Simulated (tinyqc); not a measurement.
Small-signal admittance of a forward-biased p+-n diode: one step of the calculation.

Holes injected into a neutral base of width wb with an ohmic contact at its end; low injection, p0 far above the equilibrium density. A small voltage v exp(i w t), w = 2 pi f, modulates the edge density by p0 v/Vt, and the small-signal density obeys Dp d2p/dx2 = (1/tau + i w) p.

Question. Closed-form admittance. L = sqrt(Dp tau); direct current J = (q Dp p0/L) coth(wb/L); k = sqrt(1 + i w tau)/L; diffusion admittance Y = (q Dp p0/Vt) k coth(k wb) = G + i w C_diff; junction capacitance C_j = sqrt(q eps0 eps_r Nd/(2 Vr)) in the depletion approximation, with the remaining barrier Vr = Vt ln(Na/p0), a rough value under forward bias; base-width modulation is left out.

Values chosen for this exercise; permittivity close to that of germanium: temperature T = 350 K; relative permittivity eps_r = 16; donor density of the base Nd = 2.9e15 cm^-3; hole diffusion coefficient Dp = 34 cm^2/s; hole lifetime tau = 5e-7 s; width of the neutral base wb = 29 um; excess hole density at the junction edge p0 = 1.4e14 cm^-3; acceptor density of the p+ side Na = 2e19 cm^-3; signal frequency f = 5.9e6 Hz.

Constants: q = 1.602176634e-19 C, kB = 1.380649e-23 J/K, Vt = kB T/q, eps0 = 8.8541878128e-14 F/cm where lengths are in cm. Results are converted to the units shown.

Wanted: L; J; k wb; Y; C_diff; C_j.

Answer.

L = 41.231 um
J = 0.30498 A/cm^2
k wb = 2.1997+2.0843i
Y = 18.556+18.338i S/cm^2
C_diff = 0.49467 uF/cm^2
C_j = 0.030320 uF/cm^2

G is 1.84 times its low-frequency value J/Vt, and C_diff is 16.3 times C_j.

Computed by the program tinyqc: `OMP_NUM_THREADS=1 python tinyqc.py 2890204 2890205 out.jsonl`, one thread of a shared Intel Xeon 2.30GHz, about 0.01 s for the whole run.
